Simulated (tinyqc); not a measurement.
Worked calculation: Heisenberg spin cluster by exact diagonalisation: multiplets, susceptibility, level crossings. Computed by tinyqc, a small Python program that keeps every step. Command: `OMP_NUM_THREADS=1 python tinyqc.py 3017876 3017877 out.jsonl spincl walk`. One thread of a shared host (Intel(R) Xeon(R) Processor @ 2.30GHz), about 0.01 s of CPU time with the checks. Intermediate numbers are printed to about 7 digits and carried at full precision; extremes and crossings named in words are read from the listed rows.

H = J1 sum S_i.S_j over the bonds 1-2, 2-3, 3-4, 4-1 + J2 sum over 1-3, 2-4 - g mu_B B S_z; J > 0 is antiferromagnetic.

Inputs (values chosen for the exercise, for a model cluster):

| quantity | value | unit |
|---|---|---|
| exchange J1 | -1.76 | meV |
| exchange J2 | 0.14 | meV |
| g factor | 2.21 | - |
| temperature T | 7.6 | K |
| field B | 5 | T |

Cluster: square with diagonals J2. Spin s of each site: 0.5.

Constants: k_B = 8.617333262e-05 eV/K; mu_B = 5.7883818060e-05 eV/T.

## The block with S_z = 0

Basis: products of m values. S_i.S_j = m_i m_j on the diagonal and (1/2) sqrt[s(s+1) - m_i(m_i+1)] sqrt[s(s+1) - m_j(m_j-1)], s the spin of a site, between states that differ by one flip up and one down.

H at B = 0 (meV):
```
                     +0.5 +0.5 -0.5 -0.5  +0.5 -0.5 +0.5 -0.5  +0.5 -0.5 -0.5 +0.5  -0.5 +0.5 +0.5 -0.5  -0.5 +0.5 -0.5 +0.5  -0.5 -0.5 +0.5 +0.5
+0.5 +0.5 -0.5 -0.5                -0.07                -0.88                 0.07                 0.07                -0.88                 0.00
+0.5 -0.5 +0.5 -0.5                -0.88                 1.83                -0.88                -0.88                 0.00                -0.88
+0.5 -0.5 -0.5 +0.5                 0.07                -0.88                -0.07                 0.00                -0.88                 0.07
-0.5 +0.5 +0.5 -0.5                 0.07                -0.88                 0.00                -0.07                -0.88                 0.07
-0.5 +0.5 -0.5 +0.5                -0.88                 0.00                -0.88                -0.88                 1.83                -0.88
-0.5 -0.5 +0.5 +0.5                 0.00                -0.88                 0.07                 0.07                -0.88                -0.07
```

## Multiplets

Every multiplet has one member in the block S_z = 0; diagonalise it and read the total spin from <S^2> = S (S + 1).

Levels at B = 0:

| E (meV) | total S | number of multiplets |
|---|---|---|
| -1.69 | 2 | 1 |
| -0.21 | 0 | 1 |
| -0.07 | 1 | 2 |
| 1.83 | 1 | 1 |
| 3.59 | 0 | 1 |

ground energy = -1.69 meV

gap to the next level = 1.48 meV

The ground state has S = 2; the next level has S = 0. The highest spin, S = 2, lies at -1.69 meV, s^2 times the sum of all J, s the spin of a site.

## Thermal averages at zero field

Z = sum k (2S + 1) exp(-E/(k_B T)) over the table, k the number of multiplets; <S^2> likewise with the factor S (S + 1); chi T = N_A g^2 mu_B^2 <S^2>/(3 k_B) = 0.125049 g^2 <S^2> cm^3 K/mol (cgs, per mole of clusters); C = (<E^2> - <E>^2)/(k_B T)^2; entropy = ln Z + <E>/(k_B T).

<S^2> = 5.518792

chi T = 3.370612 cm^3 K/mol

heat capacity = 0.6426025 k_B

entropy = 2.005163 k_B

Free spins would give <S^2> = 3 and the entropy 2.773 k_B; chi T is 184 % of the free value.

## Magnetisation in the field

Each multiplet splits as E - g mu_B B m; <S_z> is the Boltzmann mean. The first level crossing is at the smallest (E_S - E_0)/(g mu_B (S - S_0)) over higher spins (0 if the ground state has the highest spin).

<S_z> = 1.371183

first crossing field = 0 T

Linear response would give g mu_B B <S^2>/(3 k_B T) = 1.80.

## Susceptibility against the Curie-Weiss form

High-temperature form: chi T = C0/(1 - theta/T), C0 = 0.125049 g^2 n s (s + 1), k_B theta = -(2/3) s (s + 1) (sum of J over bonds)/n, n = 4; a dash where T <= 1.05 theta.

theta = 9.805818 K

Against temperature:

| T (K) | chi T (cm^3 K/mol) | Curie-Weiss | chi (cm^3/mol) | C (k_B) |
|---|---|---|---|---|
| 2.0 | 3.664132 | - | 1.832066e+00 | 0.0115208 |
| 4.1 | 3.624041 | - | 8.839125e-01 | 0.3040512 |
| 7.1 | 3.413224 | - | 4.807358e-01 | 0.6290530 |
| 12.0 | 3.027646 | 10.02062 | 2.523038e-01 | 0.5748882 |
| 20.0 | 2.640476 | 3.59471 | 1.320238e-01 | 0.3593182 |
| 33.0 | 2.349678 | 2.60688 | 7.120235e-02 | 0.1830129 |
| 51.0 | 2.174913 | 2.26840 | 4.264536e-02 | 0.0910113 |
| 82.0 | 2.048139 | 2.08112 | 2.497730e-02 | 0.0394342 |
| 160.0 | 1.943815 | 1.95188 | 1.214884e-02 | 0.0112832 |
| 330.0 | 1.886543 | 1.88837 | 5.716797e-03 | 0.0027711 |

The Curie-Weiss form is within 3 % in the last 3 rows. chi keeps rising on cooling, towards the Curie law of the S = 2 ground state; among these rows C is largest at 7.1 K, and the gap is 17.2 K.

Checks made by the program: the trace of H and the count of states (relative difference below 1e-10).
